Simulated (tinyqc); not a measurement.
Hopping conduction between localised states: one step, computed by the program tinyqc.

Energies are counted from the Fermi level. A small network shows the mechanism; the laws of an infinite system follow.

Question. Total conductivity. Mott: T_M = 13.8/(k_B g_0 xi^2), exponent (T_M/T)^(1/3), mean hop r = (1/3) xi times the exponent. Efros-Shklovskii: T_ES = 6.5 e^2/(4 pi eps eps_0 k_B xi), exponent (T_ES/T)^(1/2). Coulomb gap width g_0 (e^2/(4 pi eps eps_0))^2. The numerical coefficients come from percolation theory and are given. sigma = s_1 exp(-E_a/k_B T) + s_2 exp(-larger of the two exponents); reduced activation energy w = d ln(sigma)/d ln(T) by a central difference of +/- 1 %.

Inputs (values chosen for the exercise, for a model amorphous semiconductor):
```
quantity,value,unit
localisation length xi,5,nm
density of states g_0,7.1e+12,1/(eV cm^2)
permittivity eps,6.5,-
activation energy E_a to extended states,0.022,eV
prefactor of activated conduction,10,microsiemens
prefactor of hopping,0.61,microsiemens
temperature T,18,K
```

Dimension: 2D.

Constants: k_B = 8.617333262e-05 eV/K; e^2/(4 pi eps_0) = 14.39964548 eV angstrom.

Give: activated part; hopping part; conductivity; reduced activation energy w.

Answer.

activated part = 6.9226e-06 microsiemens

hopping part = 2.2538e-08 microsiemens

conductivity = 6.9452e-06 microsiemens

reduced activation energy w = 14.157

Activation to extended states carries 100 %. For sigma = s exp(-(T_0/T)^p), w = p (T_0/T)^p, so the slope of ln w against ln T gives -p.
